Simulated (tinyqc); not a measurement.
What moves the results: strained quantum well: band edges, subbands and transparency. A value that a table varies takes the place of the one given here.

Growth on (001), barriers unstrained: tr(e) = e (2 - nu2), Z = b e (1 + nu2); Ec = Ev + Eg + ac tr(e), E_HH = Ev + av tr(e) + Z, E_LH = Ev + av tr(e) - Z (coupling to the split-off band left out).

Masses along z: me, 1/(g1 - 2 g2) for HH, 1/(g1 + 2 g2) for LH, likewise in the barrier; in the plane me, 1/(g1 + g2) for HH and 1/(g1 - g2) for LH (no mixing, which understates the hole masses away from k = 0). Level n solves k L + 2 atan[(k/m)/(kappa/mb)] = n pi, k = sqrt(m E/c), kappa = sqrt(mb (V - E)/c), c = hbar^2/2m0.

Transparency (Bernard-Duraffourg): Fc - Fv equals the lowest transition energy with n = p, n = sum m/(2 pi c) kB T ln(1 + exp((Fc - E)/kB T)) and p likewise over the listed subbands; c = hbar^2/2m0, 1/angstrom^2 = 1e16/cm^2.

Constants: hbar^2/2m0 = 3.80998211 eV angstrom^2; kB = 8.617333262e-05 eV/K; hc = 1239.841984 eV nm.

Values chosen for the exercise (near those of an InGaAs/InP well; the results hold for these values, not for the real material): nu2 = 0.983 (2 C12/C11); Eg = 0.825 eV (unstrained gap of the well); Ev = -0.614 eV (its valence edge); ac = -6.25 eV; av = 1.09 eV (Ev moves by av tr(e)); b = -1.91 eV (shear potential); Egb = 1.35 eV (gap of the barrier); Evb = -0.94 eV (its valence edge); L = 66 angstrom (well width); me = 0.0467 m0 (electron mass); g1 = 12.71 (gamma1); g2 = 4.89 (gamma2); meb = 0.08 m0; g1b = 5.08; g2b = 1.6; T = 250 K (temperature); es = (-0.02, -0.014, -0.008, -0.003, 0, 0.003, 0.007, 0.012) (strains); e = 0.0067 (strain in the plane); Ls = (30, 40, 55, 70, 90, 120) angstrom (widths).

## Strain as a design knob

Only the strain is changed; the unstrained gap and the masses are kept.

Results:
```
e (%)  wavelength (nm)  top hole  hh1 - lh1 (meV)  n_tr (1e12/cm^2)  share in top
-2.0              1305       hh1              188             0.339          0.89
-1.4              1323       hh1              146             0.339          0.89
-0.8              1345       hh1              103             0.343          0.87
-0.3              1365       hh1               67             0.357          0.80
0.0               1378       hh1               46             0.384          0.69
0.3               1392       hh1               24             0.437          0.51
0.7               1418       lh1               -4             0.535          0.71
1.2               1507       lh1              -41             0.481          0.92
```

How do the results move?

n_tr is largest at e = +0.7 % (0.53), where hh1 - lh1 = -4 meV and the top subband holds 71 % of the holes, and smallest, 0.34, at -2.0, -1.4 and -0.8 %. The top hole level turns from hh to lh, and the light from TE to TM, between +0.3 and +0.7 %. The wavelength runs from 1305 to 1507 nm.

## Width of the well

All levels anew.

Results:
```
L (angstrom)  wavelength (nm)  top hole  hh1 - lh1 (meV)  n_tr (1e12/cm^2)  share in top  n_tr/L (1e18/cm^3)
30                       1256       hh1               44             0.373          0.73                1.24
40                       1317       hh1               26             0.419          0.56                1.05
55                       1378       hh1                8             0.502          0.37                0.91
70                       1428       lh1               -5             0.534          0.71                0.76
90                       1483       lh1              -17             0.517          0.78                0.57
120                      1535       lh1              -27             0.517          0.81                0.43
```

How do the results move?

The wavelength tunes by 280 nm. The sheet density at transparency changes from 0.37 to 0.52, the top hole subband holding 0.73 and 0.81 of the holes at the ends, while the volume density falls by a factor 2.9. Critical thickness and carrier escape are left out.

## What each parameter does

Edge wavelength, hh1 - lh1 and n_tr. Each row changes one parameter from the base and keeps the others.

Results:
```
case             wavelength (nm)  hh1 - lh1 (meV)  n_tr (1e12/cm^2)
base                      1413.3             -2.3             0.541
L = 76 angstrom           1446.6             -9.3             0.527
e = 0.0047                1400.0             12.1             0.485
Eg = 0.805 eV             1442.8             -2.3             0.540
b = -2.2 eV               1419.1             -9.7             0.523
ac = -5.62 eV             1407.2             -2.3             0.541
me = 0.0514 m0            1416.0             -2.3             0.573
g1 = 13.47                1412.3             -4.2             0.517
T = 290 K                 1413.3             -2.3             0.632
```

How do the results move?

The largest shifts from the base row, up to three for each result and ties (the steps differ in size, so this ranks the rows, not the parameters). wavelength (nm): L +33.3, Eg +29.5, e -13.3; unchanged at the printed digits by T. hh1 - lh1 (meV): e +14.4, b -7.4, L -7.0; unchanged at the printed digits by Eg, ac, me and T. n_tr (1e12/cm^2): T +0.091, e -0.055, me +0.032; unchanged at the printed digits by ac.

tinyqc: `OMP_NUM_THREADS=1 python tinyqc.py 1280681 1280682 out.jsonl`; about 0.02 s, one thread, shared Intel(R) Xeon(R) Processor @ 2.30GHz.
